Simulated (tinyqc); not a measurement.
Worked calculation: Hueckel theory of the pi electrons, for the molecule [CH2]c1ccccc1 (SMILES; centres numbered as the heavy atoms are written). Computed by tinyqc, a small Python program that keeps every step. Settings: charge = 0. Command: `OMP_NUM_THREADS=1 python tinyqc.py 22545 22546 out.jsonl` (the two numbers bound the seeds that draw the settings). One thread of a shared host (Intel(R) Xeon(R) Processor @ 2.60GHz), about 0.01 s of CPU time with the checks.

## The Hueckel matrix

Centres:
```
centre  z_r, pi electrons of the neutral centre       h
1C                                            1  0.0000
2C                                            1  0.0000
3C                                            1  0.0000
4C                                            1  0.0000
5C                                            1  0.0000
6C                                            1  0.0000
7C                                            1  0.0000
```

Bonds:
```
i  j  k
1  2  1
2  3  1
3  4  1
4  5  1
5  6  1
6  7  1
7  2  1
```

H_rr = alpha + h_r beta, H_rs = k_rs beta for bonded centres.

Hueckel matrix in units of beta (H = alpha + beta A), order 1C, 2C, 3C, 4C, 5C, 6C, 7C:
```
[[0.0000, 1.0000, 0.0000, 0.0000, 0.0000, 0.0000, 0.0000],
 [1.0000, 0.0000, 1.0000, 0.0000, 0.0000, 0.0000, 1.0000],
 [0.0000, 1.0000, 0.0000, 1.0000, 0.0000, 0.0000, 0.0000],
 [0.0000, 0.0000, 1.0000, 0.0000, 1.0000, 0.0000, 0.0000],
 [0.0000, 0.0000, 0.0000, 1.0000, 0.0000, 1.0000, 0.0000],
 [0.0000, 0.0000, 0.0000, 0.0000, 1.0000, 0.0000, 1.0000],
 [0.0000, 1.0000, 0.0000, 0.0000, 0.0000, 1.0000, 0.0000]]
```

## Orbitals

pi electrons, sum of z_r less the charge = 7

Diagonalise; E = alpha + x beta with beta < 0, so the largest x are filled first; degenerate levels share their electrons. P = sum n_i c_ri c_si; each orbital has its largest coefficient positive (the first on a tie).

x values: [2.1010, 1.2593, 1.0000, 0.0000, -1.0000, -1.2593, -2.1010]

occupations: [2.0000, 2.0000, 2.0000, 1.0000, 0.0000, 0.0000, 0.0000]

coefficients, order 1C, 2C, 3C, 4C, 5C, 6C, 7C:
```
[[0.2380, -0.3971, 0.0000, 0.7559, 0.0000, -0.3971, -0.2380],
 [0.5000, -0.5000, 0.0000, 0.0000, 0.0000, 0.5000, 0.5000],
 [0.4063, -0.1163, 0.5000, -0.3780, 0.5000, -0.1163, -0.4063],
 [0.3536, 0.3536, 0.5000, 0.0000, -0.5000, -0.3536, 0.3536],
 [0.3366, 0.5615, 0.0000, 0.3780, 0.0000, 0.5615, -0.3366],
 [0.3536, 0.3536, -0.5000, 0.0000, 0.5000, -0.3536, 0.3536],
 [0.4063, -0.1163, -0.5000, -0.3780, -0.5000, -0.1163, -0.4063]]
```

charge and bond-order matrix P, order 1C, 2C, 3C, 4C, 5C, 6C, 7C:
```
[[1.0000, 0.6350, 0.0000, -0.1125, 0.0000, -0.1125, 0.0000],
 [0.6350, 1.0000, 0.5226, 0.0000, -0.2250, 0.0000, 0.5226],
 [0.0000, 0.5226, 1.0000, 0.7050, 0.0000, -0.2950, 0.0000],
 [-0.1125, 0.0000, 0.7050, 1.0000, 0.6350, 0.0000, -0.2950],
 [0.0000, -0.2250, 0.0000, 0.6350, 1.0000, 0.6350, 0.0000],
 [-0.1125, 0.0000, -0.2950, 0.0000, 0.6350, 1.0000, 0.7050],
 [0.0000, 0.5226, 0.0000, -0.2950, 0.0000, 0.7050, 1.0000]]
```

## Energy, charges, bond orders

E = sum n x; q_r = z_r - P_rr; bond order p = P_rs; free valence = sqrt(3) - sum of p over the bonds of the atom.

pi energy = 7 alpha + this times beta = 8.7206

pi charges: [0.0000, 0.0000, 0.0000, 0.0000, 0.0000, 0.0000, 0.0000]

Bond orders and lengths from R = 1.517 - 0.180 p (angstrom, C-C alone):
```
bond       p       R
1-2   0.6350  1.4027
2-3   0.5226  1.4229
3-4   0.7050  1.3901
4-5   0.6350  1.4027
5-6   0.6350  1.4027
6-7   0.7050  1.3901
7-2   0.5226  1.4229
```

free valence of the carbons: [1.0970, 0.0519, 0.5045, 0.3920, 0.4620, 0.3920, 0.5045]

gap between the highest filled and the next level = 1.0000 |beta|
